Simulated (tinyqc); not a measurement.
Surface photovoltage measurement of the minority-carrier diffusion length in a wafer: one step, computed by the program tinyqc. Command: `OMP_NUM_THREADS=1 python tinyqc.py 3130085 3130086 out.jsonl spv walk`. One thread of a shared host (Intel(R) Xeon(R) Processor @ 2.30GHz), about 0.01 s of CPU time with the checks.

Low injection, steady light, a depletion layer much thinner than 1/alpha and L. The excess density dn is taken at the front edge of the neutral region; light that reaches the back is lost.

Task: One wavelength. alpha = (84.732/lambda - 76.417)^2 per cm with lambda in micrometre (an empirical fit for silicon between 0.7 and 1.05 micrometre). Thick wafer: dn = Phi L/((S_f + D/L)(L + 1/alpha)). Finite wafer, with s = S_b L/D, w = W/L, a = alpha L: dn = [Phi a/(a^2 - 1)] [a - B - exp(-alpha W)(a - s)/(cosh w + s sinh w)]/(S_f + B D/L), B = (sinh w + s cosh w)/(cosh w + s sinh w). Photovoltage V = (k_B T/e) ln(1 + dn/n_0). Lifetime = L^2/D.

Inputs (values chosen for the exercise, modelled on p-type silicon at room temperature):

| quantity | value | unit |
|---|---|---|
| diffusion length L | 130 | micrometre |
| wafer thickness W | 775 | micrometre |
| diffusivity D | 33 | cm^2/s |
| front recombination velocity S_f | 35000 | cm/s |
| back recombination velocity S_b | 49000 | cm/s |
| photon flux entering | 2.7e+11 | 1/(cm^2 s) |
| minority density at the surface barrier scale n_0 | 6.2e+08 | 1/cm^3 |
| temperature T | 298 | K |
| wavelength | 848 | nm |

Constants: k_B = 8.617333262e-05 eV/K.

Give: alpha; penetration depth 1/alpha; dn, thick wafer; B; dn, finite wafer; photovoltage V; lifetime.

Result:

alpha = 552.4 1/cm

penetration depth 1/alpha = 18.10 micrometre

dn, thick wafer = 6.313e+06 1/cm^3

B = 1.000

dn, finite wafer = 6.313e+06 1/cm^3

photovoltage V = 0.2602 mV

lifetime = 5.121 microsecond
